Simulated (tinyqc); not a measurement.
# Stacked nanosheet transistor, parasitic resistance, capacitance and delay: several studies

Ns sheets share one contact on top; each has perimeter p = 2 (Ws + ts) and cross-section A = Ws ts; contact width Wc = Ws + 10 nm, stack height Hs = Ns pv. Sheet 1 is the top one. Contact length Lc = CPP - Lg - 2 Lsp, shared by two neighbouring gates. Source and drain sides are equal. The formulas are first-order estimates, not field solutions.

Parameters, values chosen for the exercise; values close to those of silicon logic devices: temperature T = 300 K; number of sheets Ns = 5; sheet width Ws = 12 nm; sheet thickness ts = 4 nm; vertical pitch of the sheets pv = 14 nm; vertical resistance between sheet levels rv = 93 ohm; contacted gate pitch CPP = 48 nm; gate length Lg = 16 nm; spacer length Lsp = 4 nm; relative permittivity of the spacer ks = 5.5; gate height above the channel stack Hc = 15 nm; contact resistivity rc = 8.5e-10 ohm cm^2; resistivity of the source-drain epitaxy re = 0.00037 ohm cm; current-carrying depth of the epitaxy te = 20 nm; resistivity of the extension rx = 0.00052 ohm cm; gate overlap Lov = 1.5 nm; inversion capacitance Cinv = 2.3 uF/cm^2; injection velocity vx = 1.3e7 cm/s; apparent mobility mu = 180 cm^2/(V s); threshold at zero drain voltage VT = 0.25 V; barrier lowering dl = 0.036 V/V; subthreshold factor n = 1.28; wire load Cw = 0.39 fF; supply voltage Vdd = 0.6 V.

Constants: q = 1.602176634e-19 C, kB = 1.380649e-23 J/K, eps0 = 8.8541878128e-12 F/m, Vt = kB T/q. Results are converted to the units shown.

Each table varies one quantity; the others keep the values above.

## Effect of the vertical resistance between sheet levels

Epitaxy sheet resistance Rsh = re/te, transfer length LT = sqrt(rc/Rsh), contact Rc = [sqrt(rc Rsh)/Wc] coth(Lc/(2 LT)); extension of one sheet Rx = rx Lsp/A. With N sheets: gate Cg = Cinv p N Lg; per side, plate Cp = ks eps0 [Wc (Hs + Hc) - N A]/Lsp, top fringe Cf = (2/pi) ks eps0 Wc ln(1 + Lg/(2 Lsp)), overlap Co = Cinv p N Lov. One sheet: I = p Q vx u/(1 + |u|^1.8)^(1/1.8), Q = Cinv n Vt ln(1 + exp((Vg' - VT + dl Vd')/(n Vt))), u = Vd' mu/(vx Lg), Vg' = Vgs - v, Vd' = Vds - 2 v, with the drop on each side v_j = Rc sum I + rv (sum over levels k = 2..j of the current of sheets k..Ns) + Rx I_j. Ieff = [I(Vgs = Vdd, Vds = Vdd/2) + I(Vdd/2, Vdd)]/2, total currents. With Cs = Cp + Cf + Co, the load of an inverter of two such devices driving an equal one is CL = 2 (Cg + 2 Cs) + 4 Cs + Cw (own drains counted twice for the Miller effect); delay CL Vdd/(2 Ieff).

The same in every row: Rc (ohm) = 354.9; Rx/N (ohm) = 86.67; CL (aF) = 716.7.

Effect of the vertical resistance between sheet levels:
```
rv (ohm)  Ieff (uA)  delay (ps)
0             74.99       2.867
50            72.65       2.959
100           70.45       3.052
200           66.46       3.235
400           59.92       3.588
800           51.12       4.206
```

As rv goes from 0 to 800 ohm, Ieff falls from 75.0 to 51.1 uA, CL stays at 717 aF and the delay rises from 2.87 to 4.21 ps.

## Effect of the contacted gate pitch

Same model as above.

The same in every row: Rx/N (ohm) = 86.67; CL (aF) = 716.7.

Results:
```
CPP (nm)  Rc (ohm)  Ieff (uA)  delay (ps)
36           660.7      60.65       3.545
48           354.9      70.75       3.039
54           298.3      72.89       2.949
60           262.9      74.28       2.894
66           239.4      75.23       2.858
72           223.2      75.88       2.833
78           211.8      76.35       2.816
```

Estimate the missing row, CPP = 42 nm.

Computed row:
```
CPP (nm)  Rc (ohm)  Ieff (uA)  delay (ps)
42           454.2      67.20       3.199
```

With this row back in the table: As CPP goes from 36 to 78 nm, Ieff rises from 60.6 to 76.4 uA, CL stays at 717 aF and the delay falls from 3.55 to 2.82 ps. Only the contact length changes, so the capacitance stays and the pitch acts through Rc.

## Effect of the relative permittivity of the spacer

Same model as above.

The same in every row: Rc (ohm) = 354.9; Rx/N (ohm) = 86.67; Ieff (uA) = 70.75.

Effect of the relative permittivity of the spacer:
```
ks   CL (aF)  delay (ps)
1      581.9       2.467
2      611.8       2.594
3      641.8       2.721
4      671.7       2.848
5.5    716.7       3.039
7      761.6       3.229
```

What does the table show?

As ks goes from 1 to 7, Ieff stays at 70.7 uA, CL rises from 582 to 762 aF and the delay rises from 2.47 to 3.23 ps.

Program tinyqc, `OMP_NUM_THREADS=1 python tinyqc.py 2170139 2170140 out.jsonl`; Intel Xeon 2.30GHz, shared host, one thread, about 0.2 s.
